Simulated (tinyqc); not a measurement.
Sweep of a uniaxial [100] strain: strain-driven crossing of the Gamma and L valleys in a germanium-like crystal.

Biaxial loads: e0 is the in-plane strain e_par and the normal is free. (001): e_perp = -2 (C12/C11) e_par; exx = eyy = e_par, ezz = e_perp, no shear. (111): e_perp = -(2 C11 + 4 C12 - 4 C44)/(C11 + 2 C12 + 4 C44) e_par; exx = eyy = ezz = (2 e_par + e_perp)/3 and exy = eyz = ezx = (e_perp - e_par)/3. (110): e_perp = -(C11 + 3 C12 - 2 C44)/(C11 + C12 + 2 C44) e_par; exx = eyy = (e_par + e_perp)/2, ezz = e_par, exy = (e_perp - e_par)/2, eyz = ezx = 0. Uniaxial loads: a stress along n, scaled so that n.e.n = e0, with exx = s11 sxx + s12 (syy + szz), exy = s44 sxy/2, s11 = (C11 + C12)/((C11 - C12)(C11 + 2 C12)), s12 = -C12/((C11 - C12)(C11 + 2 C12)), s44 = 1/C44.

Edges from the unstrained valence top: Gamma at Eg + ac tr(e); an L valley with unit axis u at EgL + aL tr(e) + XuL (u.e.u - tr(e)/3), u along [111], [1-1-1], [-11-1], [-1-11]; valence edges are the levels of the 6 x 6 matrix of X, Y, Z times spin with -Dso/3 + l exx + m (eyy + ezz) on the diagonal (cyclic), n exy off it, l = av + 2 b, m = av - b, n = sqrt(3) d. Spin-orbit term (Dso/3) L.sigma on X, Y, Z with (L_k)_ij = -i epsilon_kij: <X+|H|Y+> = -i Dso/3, <X+|H|Z-> = Dso/3, <Y+|H|Z-> = -i Dso/3, <Z+|H|X-> = -Dso/3, <Z+|H|Y-> = i Dso/3, <X-|H|Y-> = i Dso/3, and their conjugates; + and - are the spin along z.

Constants: kB = 8.617333262e-05 eV/K.

Parameters, chosen for this exercise (near those of Ge, gaps at low temperature; shifted at random, so the results belong to these values and not to a real crystal): Eg = 0.892 eV (gap at Gamma to the s-like level); EgL = 0.74 eV (gap to L); Dso = 0.288 eV (spin-orbit splitting); ac = -8.37 eV (conduction deformation potential); av = 1.25 eV (valence hydrostatic potential); b = -2.52 eV (tetragonal shear potential); d = -5.26 eV (trigonal shear potential); aL = -1.39 eV (hydrostatic potential of the L edge, Xd + Xu/3); XuL = 16.45 eV (uniaxial potential, L); C11 = 126.3 GPa; C12 = 47.9 GPa; C44 = 68 GPa; load = uniaxial [100] (kind of strain); mG = 0.0418 m0 (mass at Gamma); mL = 0.547 m0 (density-of-states mass of the four L valleys together); T = 300 K (temperature).

The valence splitting is the distance of the top two edges. Share in Gamma = mG^(3/2)/(mG^(3/2) + (mL^(3/2)/4) sum_i exp(-(E_Li - E_Gamma)/kT)).

Results:

| e0 (%) | direct gap (eV) | indirect gap (eV) | Gamma - L (meV) | valence splitting (meV) | share in Gamma (%) |
|---|---|---|---|---|---|
| 0.00 | 0.892 | 0.740 | 152 | 0 | 0.00591 |
| 1.60 | 0.771 | 0.670 | 102 | 82 | 0.0413 |
| 2.40 | 0.711 | 0.634 | 77 | 108 | 0.109 |
| 3.20 | 0.651 | 0.599 | 51 | 126 | 0.288 |
| 4.00 | 0.590 | 0.564 | 26 | 138 | 0.757 |
| 4.80 | 0.530 | 0.529 | 1 | 147 | 1.98 |
| 5.60 | 0.470 | 0.494 | -24 | 154 | 5.06 |

Give the missing row, e0 (%) = 0.80.

Computed row:
```
e0 (%)  direct gap (eV)  indirect gap (eV)  Gamma - L (meV)  valence splitting (meV)  share in Gamma (%)
0.80              0.832              0.705              127                       46              0.0156
```

Gamma drops below the lowest L valley between e0 = 4.80 and 5.60 %. The direct gap goes from 0.892 to 0.470 eV; of that change -0.180 eV comes from the rise of the valence top through the shear terms and the rest from the volume. The share in Gamma goes from 0.00591 to 5.06 %. Beyond about 3 % terms of second order in the strain, left out here, matter.

Run: tinyqc, `OMP_NUM_THREADS=1 python tinyqc.py 1080430 1080431 out.jsonl`; Intel(R) Xeon(R) Processor @ 2.30GHz, one thread, shared host; about 0.01 s of CPU time with all checks.
